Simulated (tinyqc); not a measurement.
Sp3 tight binding, zinc-blende lattice, step by step. Computed by tinyqc, a small Python program that keeps every step. Command: `OMP_NUM_THREADS=1 python tinyqc.py 21835 21836 out.jsonl` (the two numbers bound the seeds that draw the settings). One thread of a shared host (Intel(R) Xeon(R) Processor @ 2.60GHz), about 0.01 s of CPU time with the checks.

## Bloch Hamiltonian at k

Parameters chosen for this model: zinc-blende lattice, anion at 0, cation at a/4 (1,1,1); V = eta hbar^2 / (m d^2), hbar^2/m = 7.619964 eV angstrom^2:
```
parameter,value,unit
a,4.750000,angstrom
d,2.056810,angstrom
Es anion,-12.370000,eV
Ep anion,-6.860000,eV
Es cation,-12.370000,eV
Ep cation,-6.860000,eV
eta ss,-1.320000,
eta sp,1.420000,
eta pp sigma,2.220000,
eta pp pi,-0.630000,
V ss,-2.377598,eV
V sp,2.557719,eV
V pp sigma,3.998687,eV
V pp pi,-1.134763,eV
```

k point k (2 pi / a): 0.1500  0.6900  -0.5000

Slater-Koster rules over the four bonds with direction cosines (l, m, n): ss V_ss; s-px l V_sp; px-s -l V_sp; px-px l^2 V_pps + (1 - l^2) V_ppp; px-py l m (V_pps - V_ppp); each times exp(i k.d).

H(k) at k (eV), lower triangle (Hermitian):
```
,a s,a px,a py,a pz,c s,c px,c py,c pz
a s,-12.3700
a px,0.0000,-6.8600
a py,0.0000,0.0000,-6.8600
a pz,0.0000,0.0000,0.0000,-6.8600
c s,-3.0598+1.3874i,-3.5893+0.4563i,-0.4563+3.5893i,0.8617-1.9004i,-12.3700
c px,3.5893-0.4563i,0.7418-0.3363i,-0.9985+2.2021i,0.5287-4.1591i,0.0000,-6.8600
c py,0.4563-3.5893i,-0.9985+2.2021i,0.7418-0.3363i,4.1591-0.5287i,0.0000,0.0000,-6.8600
c pz,-0.8617+1.9004i,0.5287-4.1591i,4.1591-0.5287i,0.7418-0.3363i,0.0000,0.0000,0.0000,-6.8600
```

## Levels at k

Diagonalise the Hermitian matrix.

eigenvalues (eV): -17.9975  -15.2095  -13.1678  -12.2457  -3.8495  -2.4055  -1.3437  0.3192

weights |c|^2 of the basis functions:
```
,band 1,band 2,band 3,band 4,band 5,band 6,band 7,band 8
a s,0.4230,0.1880,0.0542,0.0056,0.2545,0.0550,0.0059,0.0138
a px,0.0164,0.1359,0.2344,0.0212,0.1636,0.1776,0.1048,0.1461
a py,0.0437,0.0846,0.0979,0.2048,0.0777,0.2668,0.0731,0.1515
a pz,0.0169,0.0915,0.1135,0.2684,0.0042,0.0006,0.3162,0.1886
c s,0.4230,0.1880,0.0542,0.0056,0.2545,0.0550,0.0059,0.0138
c px,0.0164,0.1359,0.2344,0.0212,0.1636,0.1776,0.1048,0.1461
c py,0.0437,0.0846,0.0979,0.2048,0.0777,0.2668,0.0731,0.1515
c pz,0.0169,0.0915,0.1135,0.2684,0.0042,0.0006,0.3162,0.1886
```

## Bloch Hamiltonian at X

k point X (2 pi / a): 1  0  0

As before.

H(k) at X (eV), lower triangle (Hermitian):
```
,a s,a px,a py,a pz,c s,c px,c py,c pz
a s,-12.3700
a px,0.0000,-6.8600
a py,0.0000,0.0000,-6.8600
a pz,0.0000,0.0000,0.0000,-6.8600
c s,0.0000,0.0000+5.9068i,0.0000,0.0000,-12.3700
c px,0.0000-5.9068i,0.0000,0.0000,0.0000,0.0000,-6.8600
c py,0.0000,0.0000,0.0000,0.0000-6.8446i,0.0000,0.0000,-6.8600
c pz,0.0000,0.0000,0.0000-6.8446i,0.0000,0.0000,0.0000,0.0000,-6.8600
```

## Levels at X

As before.

eigenvalues (eV): -16.1327  -16.1327  -13.7046  -13.7046  -3.0973  -3.0973  -0.0154  -0.0154

## Bands along a path

The same steps at evenly spaced points between the labelled ones.

Bands along the path (eV):
```
k,band 1,band 2,band 3,band 4,band 5,band 6,band 7,band 8
L,-18.6243,-15.7632,-11.4351,-11.4351,-4.4034,-2.2849,-2.2849,0.3309
L-G 0.20,-19.2175,-14.9950,-11.2691,-11.2691,-4.2969,-2.4509,-2.4509,0.0494
L-G 0.40,-20.2255,-13.4510,-10.8016,-10.8016,-4.0344,-2.9184,-2.9184,-0.7491
L-G 0.60,-21.1021,-11.6812,-10.1327,-10.1327,-3.7924,-3.5873,-3.5873,-1.8843
L-G 0.80,-21.6796,-10.0041,-9.4690,-9.4690,-4.2510,-4.2510,-4.0390,-2.7374
G,-21.8804,-9.1655,-9.1655,-9.1655,-4.5545,-4.5545,-4.5545,-2.8596
G-X 0.20,-21.6115,-9.9066,-9.9066,-9.5849,-4.4707,-3.8134,-3.8134,-2.7928
G-X 0.40,-20.8255,-11.2945,-11.2945,-10.7197,-4.2333,-2.6814,-2.4255,-2.4255
G-X 0.60,-19.5822,-12.5608,-12.5608,-12.3298,-3.8827,-2.6653,-1.1592,-1.1592
G-X 0.80,-17.9767,-14.1958,-13.4085,-13.4085,-3.4797,-2.8077,-0.3115,-0.3115
X,-16.1327,-16.1327,-13.7046,-13.7046,-3.0973,-3.0973,-0.0154,-0.0154
X-W 0.20,-16.1327,-16.1327,-13.7046,-13.7046,-3.0973,-3.0973,-0.0154,-0.0154
X-W 0.40,-16.1327,-16.1327,-13.7046,-13.7046,-3.0973,-3.0973,-0.0154,-0.0154
X-W 0.60,-16.1327,-16.1327,-13.7046,-13.7046,-3.0973,-3.0973,-0.0154,-0.0154
X-W 0.80,-16.1327,-16.1327,-13.7046,-13.7046,-3.0973,-3.0973,-0.0154,-0.0154
W,-16.1327,-16.1327,-13.7046,-13.7046,-3.0973,-3.0973,-0.0154,-0.0154
```

With 4 band(s) filled, the highest filled level on these points lies at G and the lowest empty one at G: a gap of 4.6111 eV, direct.
